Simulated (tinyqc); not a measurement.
Lossy interposer transmission line with skin effect: two steps of the calculation.

A uniform line in a homogeneous dielectric: c = sqrt(er)/(c0 Z0), l = Z0 sqrt(er)/c0 (c0 = 299792458 m/s), g = w c td, w = 2 pi f. The resistance joins its limits as r = sqrt(r_dc^2 + r_hf^2), with r_dc = rho/(wd th), r_hf = kr rho/(2 delta (wd + th)), delta = sqrt(rho/(pi f mu0)), mu0 = 4 pi 1e-7 H/m; this is an interpolation, and internal inductance, up to 0.05 nH/mm at low frequency, is neglected.

Values chosen for this exercise: length len = 14 mm; source resistance Rg = 100 ohm; load resistance RL = 1e5 ohm; load capacitance CL = 100 fF; frequency f = 0.91 GHz.

Task 1. Propagation constant and impedance. gamma = sqrt((r + i w l)(g + i w c)) = alpha + i beta, Zc = sqrt((r + i w l)/(g + i w c)), roots with positive real part; loss 8.685889638 alpha in dB; phase velocity w/beta.

r = 3.5203044 ohm/mm
l = 0.21841445 nH/mm
c = 178.29751 pF/m
g = 0 S/m

Give: gamma len; Zc; loss; phase velocity over c0; r/(w l).

Result 1.

gamma len = 0.49841+0.70565i
Zc = 49.442-34.921i ohm
loss = 0.30922 dB/mm
phase velocity over c0 = 0.37839
r/(w l) = 2.8189

r exceeds w l, so the line behaves mainly as an RC line at this frequency.

Task 2. Reflection, input impedance and transfer. ZL = 1/(1/RL + i w CL); reflection (ZL - Zc)/(ZL + Zc); Zin = Zc (ZL + Zc tanh(gamma len))/(Zc + ZL tanh(gamma len)); H = V_load/V_source = [Zin/(Zin + Rg)]/[cosh(gamma len) + (Zc/ZL) sinh(gamma len)].

gamma len = 0.49840682+0.70564919i
Zc = 49.441800-34.921220i ohm

Find: ZL; reflection at the load; Zin; H; |H|.

Result 2.

ZL = (0.031-1.748i) x 1e3 ohm
reflection at the load = 0.9584-0.0536i
Zin = 17.70-62.14i ohm
H = 0.1849-0.4942i
|H| = -5.553 dB

Computed by the program tinyqc: `OMP_NUM_THREADS=1 python tinyqc.py 2810131 2810132 out.jsonl`, one thread of a shared Intel Xeon 2.30GHz, about 0.01 s for the whole run.
